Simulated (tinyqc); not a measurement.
Worked calculation: leakage currents through a thin dielectric. Computed by tinyqc, a small Python program that keeps every step. Command: `OMP_NUM_THREADS=1 python tinyqc.py 3015856 3015857 out.jsonl leak walk`. One thread of a shared host (Intel(R) Xeon(R) Processor @ 2.30GHz), about 0.01 s of CPU time with the checks. Intermediate numbers are printed to about 5 digits and carried at full precision; extremes and crossings named in words are read from the listed rows.

Electrons leave an electrode with Fermi energy E_F above its band bottom; barriers are counted from the Fermi level, and both electrodes are alike.

Inputs (values chosen for the exercise, modelled on SiO2):
```
quantity,value,unit
barrier height phi_B,3.1,eV
tunnelling mass m,0.46,m_0
static permittivity k,3.85,-
optical permittivity k_o,2.19,-
trap depth phi_t,1.8,eV
Poole-Frenkel prefactor sigma_0,0.0051,S/cm
thickness t,6.4,nm
electrode Fermi energy E_F,4.6,eV
electrode mass m_e,0.3,m_0
voltage V,5.7,V
temperature T,300,K
```

Stack: single layer.

Constants: m_0 = 9.1093837015e-31 kg; e = 1.602176634e-19 C; hbar = 1.054571817e-34 J s; k_B = 8.617333262e-05 eV/K; k_B = 1.380649e-23 J/K; eps_0 = 8.8541878128e-12 F/m; h = 6.62607015e-34 J s.

## Fields

Field F = V/t; equivalent oxide thickness 3.9 t/k.

field F = 8.90625 MV/cm

equivalent oxide thickness = 6.4831 nm

## Transmission at the Fermi level

WKB: a layer of mass m, field F and barrier b(x) = b_0 - e F x gives the exponent (4 sqrt(2 m)/(3 hbar e F)) [b_0^(3/2) - max(b_0 - e F t, 0)^(3/2)] for b_0 > 0; b_0 = barrier - (E - E_F); the transmission is D(E) = exp(-sum of exponents), without image force.

exponent of the dielectric = 28.393

transmission D(E_F) = 4.6697e-13

At E_F the barrier of the dielectric is triangular (Fowler-Nordheim tunnelling): its far edge lies below E_F.

## Tunnel current

Tsu-Esaki: J = (e m_e k_B T/(2 pi^2 hbar^3)) int D(E) ln[(1 + exp((E_F - E)/k_B T))/(1 + exp((E_F - eV - E)/k_B T))] dE over the normal energy E (its change with the mass at an interface is neglected) from max(0, E_F - 3 eV) to E_F + largest barrier, by 100 Gauss-Legendre points in each part, split at E_F - 0.3 eV (if inside the range) and E_F + 8 k_B T. The mean energy weights E - E_F by the integrand.

tunnel current density = 1.4517e-05 A/cm^2

mean energy of the current above E_F = -0.10803 eV

The current flows close to or below E_F.

## Thermal currents

Schottky emission J = A T^2 exp(-(phi_B - sqrt(e^3 F/(4 pi k_o eps_0)))/k_B T), A = 4 pi e m k_B^2/h^3 with the tunnelling mass; Poole-Frenkel J = sigma_0 F exp(-(phi_t - sqrt(e^3 F/(pi k_o eps_0)))/k_B T); both use the field F of the dielectric.

Schottky lowering = 0.76525 eV

Poole-Frenkel lowering = 1.5305 eV

Schottky current density = 2.9831e-33 A/cm^2

Poole-Frenkel current density = 1.3482 A/cm^2

The Poole-Frenkel lowering is twice the Schottky one, because the charge of a trap is fixed while an image charge moves with the electron.

## Which mechanism rules?

The formulas are those given above.

Current densities (A/cm^2):
```
V (V),F (MV/cm),tunnelling,Schottky,Poole-Frenkel
1.1,1.71875,5.2749e-24,1.8472e-40,9.9761e-16
2.0,3.12500,5.2135e-21,1.7143e-38,1.5621e-11
2.9,4.53125,3.0583e-17,6.1483e-37,2.9136e-08
4.0,6.25000,5.3110e-11,2.4452e-35,6.3564e-05
4.8,7.50000,5.5497e-08,2.6073e-34,8.6722e-03
5.7,8.90625,1.4517e-05,2.9831e-33,1.3482e+00
6.8,10.62500,1.8966e-03,4.5755e-32,3.7836e+02
```

The largest current is Poole-Frenkel from 1.10 to 6.80 V. Over the table tunnelling grows by 20.6 decades, Schottky by 8.4 and Poole-Frenkel by 17.6. A plot of ln(J/F) against sqrt(F) for the Poole-Frenkel column has the slope 19.84 per sqrt(MV/cm), from which k_o follows; reading it as Schottky emission would give about k_o/4.

Checks made by the program: energy integral against adaptive quadrature (relative difference below 1e-10).
